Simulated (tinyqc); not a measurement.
Free-carrier optics of a doped semiconductor (Drude model), step by step. Values are carried at full precision from step to step, so a last printed digit may differ when a step is redone from the rounded ones.

eps(E) = ei [1 - Ep^2/(E^2 + i E Gam)], with Ep^2 = 8 pi c (e^2/(4 pi eps0)) N/(m ei), c = hbar^2/2m0, N in 1/angstrom^3 (1e-24 per 1/cm^3); Gam = hbar/tau, tau = mu m m0/e with m0/e = 5.685630e-12 kg/C and mu in m^2/(V s). Energies in meV.

Constants: hbar^2/2m0 = 3.80998211 eV angstrom^2; e^2/(4 pi eps0) = 14.39964547 eV angstrom; hbar = 6.58211957e-16 eV s; hbar c = 1973.269805 eV angstrom.

Values chosen for the exercise (mass and dielectric values near those of Ge; N and mu are free inputs; interband absorption and the rise of the mass with filling are left out; shifted at random, so the results belong to these values and not to a real crystal):
- N = 4.3e+18 1/cm^3 (carrier density)
- m = 0.12 m0 (conductivity mass)
- mu = 3600 cm^2/(V s) (mobility)
- ei = 16.04 (high-frequency dielectric constant)
- E = 25.3 meV (photon energy)

## Plasma energy and damping

Evaluate Ep, tau, Gam, the plasma wavelength hc/Ep (hc = 1239.841984 eV nm) and the dc resistivity 1/(e N mu), e = 1.602176634e-19 C.

Ep = 55.5007 meV
tau = 245.62 fs
Gam = 2.6798 meV
plasma wavelength = 22.34 micrometre
rho = 0.000403 ohm cm

Ep/Gam = 20.71: the plasma edge is sharp.

## Dielectric function at one energy

Insert the numbers.

free-carrier term = -76.3335+8.0853i
eps = -60.2935+8.0853i

## Optical constants

n + i k = sqrt(eps1 + i eps2) with k >= 0; R = ((n - 1)^2 + k^2)/((n + 1)^2 + k^2) at normal incidence from vacuum; alpha = 2 E k/(hbar c), times 1e8 for 1/cm; loss function Im(-1/eps) = eps2/(eps1^2 + eps2^2).

Convert eps at the photon energy E (in meV) into the optical constants.

n = 0.5195
k = 7.7822
R = 0.9670
alpha = 2.00e+04 1/cm

Light of this energy penetrates 1/alpha = 0.501 micrometre.

## Checks

- Integral of E eps2 of the free-carrier term against (pi/2) ei Ep^2 (meV^2): both 77611.

Run: tinyqc, `OMP_NUM_THREADS=1 python tinyqc.py 1651980 1651981 out.jsonl`; Intel(R) Xeon(R) Processor @ 2.30GHz, one thread, shared host; about 0.01 s of CPU time with all checks.
